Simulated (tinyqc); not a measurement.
Two-mode optical phonons of a ternary alloy from two coupled oscillators: one step, computed by the program tinyqc. Command: `OMP_NUM_THREADS=1 python tinyqc.py 3004033 3004034 out.jsonl twomode walk`. One thread of a shared host (Intel(R) Xeon(R) Processor @ 2.30GHz), about 0.01 s of CPU time with the checks.

An alloy A(x)B(1-x)C has an A-C and a B-C bond oscillator. Each TO frequency moves linearly from the impurity mode (dilute end) to the TO of the pure crystal; each strength is proportional to the number of bonds.

Question. LO modes, coupled by the field. eps(omega) = eps_inf + W_1/(omega_1^2 - omega^2) + W_2/(omega_2^2 - omega^2) = 0 is the eigenproblem of the matrix [[omega_1^2 + W_1/eps_inf, sqrt(W_1 W_2)/eps_inf], [sqrt(W_1 W_2)/eps_inf, omega_2^2 + W_2/eps_inf]] for omega_LO^2. Uncoupled values keep the diagonal alone. eps_s = eps_inf + W_1/omega_1^2 + W_2/omega_2^2.

omega_1 (A-C, TO) = 484.14 1/cm

omega_2 (B-C, TO) = 291.65 1/cm

eps_inf = 8.8008

W_1 = 153796.4 1/cm^2

W_2 = 116571.6 1/cm^2

Give: matrix; lower LO mode; upper LO mode; uncoupled values; eps_s.

Answer.

matrix (1/cm^2):
$$\begin{pmatrix}
2.519e+05 & 1.521e+04 \\
1.521e+04 & 9.831e+04
\end{pmatrix}$$

lower LO mode = 311.1 1/cm

upper LO mode = 503.3 1/cm

uncoupled values (1/cm): [313.5, 501.9]

eps_s = 10.83

The field pushes the upper mode up by 1.49 and the lower one down by 2.39 per cm; the lower LO stays between the two TO modes.
